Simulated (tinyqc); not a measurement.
Configuration-coordinate model of a defect: Huang-Rhys factor and luminescence line shape: one step, computed by the program tinyqc. Command: `OMP_NUM_THREADS=1 python tinyqc.py 3013595 3013596 out.jsonl ccline walk`. One thread of a shared host (Intel(R) Xeon(R) Processor @ 2.30GHz), about 0.01 s of CPU time with the checks.

Ground state E_g(Q) = (1/2) omega_g^2 Q^2; excited state E_e(Q) = E_0 + (1/2) omega_e^2 (Q - dQ)^2 with omega_e = omega_g and E_0 = E_ZPL. Q is mass-weighted; the dipole does not depend on Q (Condon approximation).

Question. Emission lines at zero temperature. From the lowest excited level the line to ground level n lies at E_ZPL - n hbar omega_g with Franck-Condon weight exp(-S) S^n/n!; the emitted intensity carries a further factor E^3. S = S_g; up to eleven lines, of positive energy only, from n = max(0, integer part of S - 5).

Inputs (values chosen for the exercise, for a model defect in a wide-gap host): zero-phonon energy E_ZPL = 2.04 eV; ground-state phonon hbar omega_g = 25.6 meV.

Modes: equal frequencies in both states.

S_g = 2.751907

Give: Lines.

Answer.

Lines:
```
n   energy (eV)     weight  intensity / largest
0        2.0400  6.381e-02            2.850e-01
1        2.0144  1.756e-01            7.552e-01
2        1.9888  2.416e-01            1.000e+00
3        1.9632  2.216e-01            8.823e-01
4        1.9376  1.525e-01            5.836e-01
5        1.9120  8.392e-02            3.086e-01
6        1.8864  3.849e-02            1.359e-01
7        1.8608  1.513e-02            5.130e-02
8        1.8352  5.205e-03            1.693e-02
9        1.8096  1.591e-03            4.962e-03
10       1.7840  4.380e-04            1.308e-03
```

The weight peaks at n = 2 and the intensity at n = 2.
